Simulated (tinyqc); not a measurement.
Polytypes and stacking faults of a tetrahedral semiconductor in an axial Ising model with couplings up to third neighbours: one step, computed by the program tinyqc.

Each double layer has s = +1 or -1 for the sense of its stacking step; E per pair of atoms = E0 - sum_n J_n <s_i s_(i+n)>, n = 1, 2, 3. Hexagonality h = (1 - <s_i s_(i+1)>)/2.

Task: Splitting of a basal screw dislocation. Screw line, bounded by the single Shockley (31) fault of energy gamma: b = a, partials b_p = a/sqrt 3; d = G b_p^2 (2 - 3 nu)/(8 pi gamma (1 - nu)). One partial is driven off by the shear stress gamma/b_p along its Burgers vector.

Inputs (values chosen for the exercise, for a model crystal): basal lattice constant a = 3.08 angstrom; shear modulus G = 187 GPa; Poisson ratio nu = 0.28.

Host polytype: 4H.

energy of the glide fault, single Shockley (31) = 12.24723 mJ/m^2

Give: splitting width d; stress to open the fault.

Result:

splitting width d = 30.95 nm

stress to open the fault = 68.87 MPa
